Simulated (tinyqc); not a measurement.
Plane-wave Kohn-Sham cycle with exchange-only LDA in a layered model solid, step by step. One step of it, computed by the program tinyqc.

Question. Iteration 2: potential. V_H(G) = 4 pi rho(G)/G^2 for G != 0 (uniform background); v_x = -(3 rho/pi)^(1/3); V = V_ext + V_H + v_x; Fourier components f(G_m) = (1/N) sum_j f(x_j) exp(-i G_m x_j).

A solid whose potential varies along x alone (atomic units):
```
parameter                      value
period a                   16.500000
cross-section of the cell  35.000000
electrons per cell                 2
grid points                       16
plane waves -n..n, n               3
k points                           3
V1 in V1 cos(2 pi x/a)     -0.440000
V2 in V2 cos(4 pi x/a)      0.040000
```

density after iteration 1 (e/bohr^3): [0.00677446, 0.00594310, 0.00427200, 0.00304206, 0.00255479, 0.00244317, 0.00242667, 0.00242449, 0.00242425, 0.00242449, 0.00242667, 0.00244317, 0.00255479, 0.00304206, 0.00427200, 0.00594310]

Give: Potentials on the grid; V(G_m), m = 0, 1, 2, ....

Answer.

Potentials on the grid (hartree):
```
x          V_ext      V_H      v_x        V
0.0000   -0.4000   0.1776  -0.1863  -0.4087
1.0312   -0.3782   0.1564  -0.1784  -0.4001
2.0625   -0.3111   0.1031  -0.1598  -0.3678
3.0938   -0.1967   0.0384  -0.1427  -0.3009
4.1250   -0.0400  -0.0215  -0.1346  -0.1961
5.1562    0.1401  -0.0697  -0.1326  -0.0622
6.1875    0.3111  -0.1044  -0.1323   0.0744
7.2188    0.4348  -0.1252  -0.1323   0.1773
8.2500    0.4800  -0.1321  -0.1323   0.2156
9.2812    0.4348  -0.1252  -0.1323   0.1773
10.3125   0.3111  -0.1044  -0.1323   0.0744
11.3438   0.1401  -0.0697  -0.1326  -0.0622
12.3750  -0.0400  -0.0215  -0.1346  -0.1961
13.4062  -0.1967   0.0384  -0.1427  -0.3009
14.4375  -0.3111   0.1031  -0.1598  -0.3678
15.4688  -0.3782   0.1564  -0.1784  -0.4001
```

V(G_m), m = 0, 1, 2, ... (hartree): [-0.1465, -0.1562, 0.0248, 0.0000, 0.0001, 0.0001, 0.0000]
